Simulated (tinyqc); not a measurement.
Scattering rates of a carrier in a spherical band by Fermi's golden rule: one step, computed by the program tinyqc.

All processes here are isotropic or elastic, and the rate listed is the momentum relaxation rate.

Question. Phonon occupation and screening length. Phonon occupation N_q = 1/(exp(hbar w/(k_B T)) - 1). Debye screening by free carriers of density N_I: L_s = sqrt(eps_s eps_0 k_B T/(e^2 N_I)).

Inputs (values chosen for the exercise, modelled on electrons in silicon):

| quantity | value | unit |
|---|---|---|
| static permittivity eps_s | 11.7 | - |
| phonon energy hbar w | 62.9 | meV |
| ionised impurity density N_I | 3.9e+15 | 1/cm^3 |
| temperature T | 400 | K |

Crystal: non-polar. Band: Kane. Impurity formula: Brooks-Herring. Further scattering: neutral impurities.

Constants: k_B = 8.617333262e-05 eV/K; eps_0 = 8.8541878128e-12 F/m; k_B = 1.380649e-23 J/K; e = 1.602176634e-19 C.

Give: N_q; screening length L_s.

Answer.

N_q = 0.1922

screening length L_s = 75.60 nm

Above the threshold emission is favoured over absorption by (N_q + 1)/N_q = exp(hbar w/k_B T) = 6.20, apart from the density of final states.
